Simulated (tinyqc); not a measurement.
Band offset of a heterojunction with an interface dipole (two-band chains, self-consistent charge): one step. The line-up. Four cases, with inputs chosen for the exercise.

Problem. Ev(right) - Ev(left) = D - (G2 - G1)/2 and Ec(right) - Ec(left) = D + (G2 - G1)/2, for D0, for the self-consistent D and for D = 0. Type I: the offsets have opposite signs; type III: one valence edge lies above the other conduction edge; else type II.

Case 1.

Values chosen (out of a larger set: gaps near those of GaN and AlN; the chains and D0 are free models, so the offsets are not those of the real pair; not measured data): G1 = 3.39 eV (gap on the left); G2 = 6.24 eV (gap on the right); D0 = 1.14 eV (mid-gap of the right side above that of the left, without dipole).

D = 0.850886 eV

Case 2.

Values chosen (out of a larger set: gaps near those of GaAs and AlAs; the chains and D0 are free models, so the offsets are not those of the real pair; not measured data): G1 = 1.4 eV (gap on the left); G2 = 2.31 eV (gap on the right); D0 = -0.93 eV (mid-gap of the right side above that of the left, without dipole).

D = -0.580694 eV

Case 3.

Values chosen (out of a larger set: gaps near those of InGaAs and InP; the chains and D0 are free models, so the offsets are not those of the real pair; not measured data): G1 = 0.73 eV (gap on the left); G2 = 1.28 eV (gap on the right); D0 = 0.49 eV (mid-gap of the right side above that of the left, without dipole).

D = 0.210869 eV

Case 4.

Values chosen (out of a larger set: gaps near those of Si and HfO2; the chains and D0 are free models, so the offsets are not those of the real pair; not measured data): G1 = 1.16 eV (gap on the left); G2 = 5.56 eV (gap on the right); D0 = 1.29 eV (mid-gap of the right side above that of the left, without dipole).

D = 0.909441 eV

Give: Offsets (eV).

Solution.

Case 1.

Offsets (eV):
```
case                           D  valence  conduction                 type
no dipole                  1.140   -0.285       2.565  type I (straddling)
self-consistent            0.851   -0.574       2.276  type I (straddling)
neutrality levels aligned  0.000   -1.425       1.425  type I (straddling)
```

The dipole shifts both offsets alike and leaves the type.

Case 2.

Offsets (eV):
```
case                            D  valence  conduction                 type
no dipole                  -0.930   -1.385      -0.475  type II (staggered)
self-consistent            -0.581   -1.036      -0.126  type II (staggered)
neutrality levels aligned   0.000   -0.455       0.455  type I (straddling)
```

The dipole shifts both offsets alike and leaves the type.

Case 3.

Offsets (eV):
```
case                           D  valence  conduction                 type
no dipole                  0.490    0.215       0.765  type II (staggered)
self-consistent            0.211   -0.064       0.486  type I (straddling)
neutrality levels aligned  0.000   -0.275       0.275  type I (straddling)
```

The dipole changes the type of the junction.

Case 4.

Offsets (eV):
```
case                           D  valence  conduction                 type
no dipole                  1.290   -0.910       3.490  type I (straddling)
self-consistent            0.909   -1.291       3.109  type I (straddling)
neutrality levels aligned  0.000   -2.200       2.200  type I (straddling)
```

The dipole shifts both offsets alike and leaves the type.

Computed by tinyqc, one run a case: `OMP_NUM_THREADS=1 python tinyqc.py N N+1 out.jsonl` with N = 1450804, 1451204, 1451287, 1451323; one thread of a shared Intel(R) Xeon(R) Processor @ 2.30GHz, about 2 s a run at most.
